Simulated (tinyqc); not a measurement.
What each parameter does: cyclotron resonance of ellipsoidal valleys, Ge type.

Valleys along [111], [-111], [1-11], [11-1], mass ml along the axis and mt across it. B lies in the (1-10) plane, b = (sin(theta)/sqrt2, sin(theta)/sqrt2, cos(theta)). For the angle phi between B and the axis, 1/mc^2 = cos^2(phi)/mt^2 + sin^2(phi)/(mt ml). Resonance: h nu = 2 muB B/mc, h = 2 pi hbar.

Constants: hbar = 6.58211957e-16 eV s; muB = 5.788381798e-05 eV/T.

Parameters, chosen for this exercise (near those of Ge; not measured data):

| symbol | value | unit | meaning |
|---|---|---|---|
| ml | 1.602 | m0 | longitudinal mass |
| mt | 0.078 | m0 | transverse mass |
| theta | 8 | degrees | angle of B from [001] towards [110] |
| nu | 9.4 | GHz | microwave frequency |

Resonance fields B = h nu mc/(2 muB) of the valleys [111], [-111] and [11-1].

One parameter was then changed.

Results before and after:

| case | [111] (T) | [-111] (T) | [11-1] (T) |
|---|---|---|---|
| base | 0.0372 | 0.0437 | 0.0526 |
| changed | 0.0373 | 0.0439 | 0.0531 |

Which of these changes was made? (a) ml = 1.842 m0; (b) nu = 10.34 GHz; (c) theta = 4 degrees; (d) mt = 0.086 m0.

Answer: (a) ml = 1.842 m0. Of the candidates, run in turn, only this one gives the changed row.

All candidates:

| case | [111] (T) | [-111] (T) | [11-1] (T) |
|---|---|---|---|
| base | 0.0372 | 0.0437 | 0.0526 |
| ml = 1.842 m0 | 0.0373 | 0.0439 | 0.0531 |
| mt = 0.086 m0 | 0.0409 | 0.0479 | 0.0575 |
| theta = 4 degrees | 0.0400 | 0.0434 | 0.0474 |
| nu = 10.34 GHz | 0.0409 | 0.0480 | 0.0578 |

Run: tinyqc, `OMP_NUM_THREADS=1 python tinyqc.py 1251796 1251797 out.jsonl`; Intel(R) Xeon(R) Processor @ 2.30GHz, one thread, shared host; about 0.01 s of CPU time with all checks.
